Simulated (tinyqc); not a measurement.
Threshold of a short bulk MOSFET: charge sharing, barrier lowering, narrow width: one step of the calculation.

n-channel device on a p-type body, depletion approximation, full ionisation. Uniform doping N = Na. Vbi from Boltzmann statistics is rough for the degenerate source. Cox = eps0 eox/tox.

Question. Short-channel and narrow-width shifts. Charge sharing (trapezoid; it ignores Vds): F = (xj/L)(sqrt(1 + 2 Wd/xj) - 1), lowering = body term times F. Barrier lowering: th = exp(-L/(2 l)) + 2 exp(-L/l), lowering = th [2 (Vbi - 2 pB) + Vds], DIBL = th. Narrow width: rise = body term times xw Wd/W. VT by each model = VT0 - lowering + rise.

Values chosen for this exercise; band and dielectric values close to those of silicon: junction depth xj = 82 nm; drain-source voltage Vds = 0.5 V; gate width W = 800 nm; shape factor of the fringing depletion at the width edges xw = 0.7854; channel length L = 440 nm.

2 pB = 0.80301280 V
Wd = 198.80689 nm
body term = 0.53191662 V
VT0 = 0.36492942 V
Vbi = 0.99479795 V
l = 76.355233 nm

Give: F; lowering by charge sharing; th; lowering of the barrier; DIBL; narrow-width rise; VT, charge sharing; VT, barrier lowering.

Answer.

F = 0.26435
lowering by charge sharing = 140.61 mV
th = 0.062350
lowering of the barrier = 55.090 mV
DIBL = 62.350 mV/V
narrow-width rise = 103.82 mV
VT, charge sharing = 0.32814 V
VT, barrier lowering = 0.41366 V

L is 5.76 scale lengths. The charge-sharing lowering is 2.55 times the barrier lowering; the first falls off as 1/L and the second exponentially. Both describe the same loss of gate control, so they are alternatives and are not added.

Numbers from tinyqc (`OMP_NUM_THREADS=1 python tinyqc.py 2002030 2002031 out.jsonl`; about 0.01 s on one thread of a shared Intel Xeon 2.30GHz).
